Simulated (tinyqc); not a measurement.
Inputs raised by 5 %, one at a time: correction of a charged-defect supercell by a model charge and potential alignment (plane-averaged potentials). Computed by tinyqc, a small Python program. Command: `OMP_NUM_THREADS=1 python tinyqc.py 3111637 3111638 out.jsonl align sens`. One thread of a shared host (Intel(R) Xeon(R) Processor @ 2.30GHz), about 0.02 s of CPU time with the checks.

The "true" defect charge is (1 - x) q in a Gaussian of width sigma plus x q in one of width sigma_t, so the exact answer is known; the correction sees only a single model Gaussian of width sigma_m. A Gaussian of width s has the transform rho(G) = exp(-G^2 s^2/2), normalised to 1. A uniform background cancels q, so G = 0 is left out. Potentials are those felt by a unit positive charge. E_0 is the formation energy of the isolated defect, E_cell its value in the supercell, E_lat = E_iso - E_per of the model charge, C the true less the model potential far from the defect; the exact correction is E_0 - E_cell, and the error of a scheme is E_cell plus its correction less E_0.

Inputs (values chosen for the exercise, with screening close to that of HfO2):

| quantity | value | unit |
|---|---|---|
| defect charge q | 2 | e |
| dielectric constant eps | 21.4 | - |
| edge of the cubic cell L | 18 | angstrom |
| width sigma of the true defect charge | 1.8 | angstrom |
| width sigma_m of the model charge | 1.5 | angstrom |
| share x of the charge in a wide tail | 0.33 | - |
| width sigma_t of the tail | 2.8 | angstrom |
| formation energy of the isolated defect E_0 | 2.08 | eV |

Constants: e^2/(4 pi eps_0) = 14.39964548 eV angstrom.

Method:
- Periodic energy E_per = (2 pi q^2/(eps L^3)) (e^2/(4 pi eps_0)) sum_(G != 0) rho(G)^2/G^2, G = (2 pi/L)(n1, n2, n3), |n_i| <= 16. Isolated energy: two Gaussians of charges q_a, q_b and widths a, b interact by q_a q_b (e^2/(4 pi eps_0 eps)) sqrt(2/pi)/sqrt(a^2 + b^2), and the self-energy is half the sum over pairs.
- Supercell value E_cell = E_0 + E_per - E_iso for the true charge.
- E_lat = E_iso - E_per for the model charge; point-charge value alpha q^2 e^2/(4 pi eps_0 eps 2 L) with alpha = 2.837297.
- Plane-averaged potential at distance z from the defect: V(z) = (4 pi q/(eps L^3)) (e^2/(4 pi eps_0 e)) sum_(m != 0) rho(G_m) cos(G_m z)/G_m^2, G_m = 2 pi m/L, |m| <= 40.
- C = difference at z = L/2; E_corr = E_cell + E_lat - q C. For charges that have died out at L/2, C = (2 pi q/(eps L^3)) (e^2/(4 pi eps_0 e)) (<s^2> - sigma_m^2), <s^2> = (1 - x) sigma^2 + x sigma_t^2.

Runs:

| input moved | from | to | exact correction (eV) | E_lat (eV) | alignment C (V) | error with the point-charge term alone (meV) |
|---|---|---|---|---|---|---|
| base run | - | - | 0.1983 | 0.2056 | 0.003619 | 13.80 |
| dielectric constant eps | 21.4 | 22.47 | 0.1889 | 0.1958 | 0.003447 | 13.14 |
| edge of the cubic cell L (angstrom) | 18 | 18.9 | 0.1901 | 0.1964 | 0.003133 | 11.92 |
| width sigma of the true defect charge (angstrom) | 1.8 | 1.89 | 0.1977 | 0.2056 | 0.003942 | 14.44 |
| width sigma_m of the model charge (angstrom) | 1.5 | 1.575 | 0.1983 | 0.2049 | 0.003285 | 13.80 |
| width sigma_t of the tail (angstrom) | 2.8 | 2.94 | 0.1976 | 0.2056 | 0.003990 | 14.57 |
| share x of the charge in a wide tail | 0.33 | 0.3465 | 0.1981 | 0.2056 | 0.003729 | 14.02 |

Exponents ln(y'/y) / ln(x'/x):

| input | exact correction | E_lat | alignment C | error with the point-charge term alone |
|---|---|---|---|---|
| dielectric constant eps | -1.000 | -1.000 | -1.000 | -1.000 |
| edge of the cubic cell L | -0.868 | -0.940 | -2.959 | -3.000 |
| width sigma of the true defect charge | -0.067 | 0.000 | 1.750 | 0.937 |
| width sigma_m of the model charge | 0.000 | -0.067 | -1.987 | 0.000 |
| width sigma_t of the tail | -0.080 | 0.000 | 1.997 | 1.111 |
| share x of the charge in a wide tail | -0.023 | 0.000 | 0.609 | 0.324 |

To which inputs is each result most sensitive?

Among the inputs moved here: exact correction answers most in size to dielectric constant eps (exponent -1.000), next to edge of the cubic cell L (-0.868); its exponent is below 0.0005 for width sigma_m of the model charge. Its exponent -1.000 in dielectric constant eps: all terms are screened alike. E_lat answers most in size to dielectric constant eps (exponent -1.000), next to edge of the cubic cell L (-0.940); its exponent is below 0.0005 for width sigma of the true defect charge, width sigma_t of the tail, share x of the charge in a wide tail. Alignment C answers most in size to edge of the cubic cell L (exponent -2.959), next to width sigma_t of the tail (+1.997). Its exponent -2.959 in edge of the cubic cell L: a second moment over the volume. Error with the point-charge term alone answers most in size to edge of the cubic cell L (exponent -3.000), next to width sigma_t of the tail (+1.111); its exponent is below 0.0005 for width sigma_m of the model charge. Its exponent -3.000 in edge of the cubic cell L: the next term after the point charge.
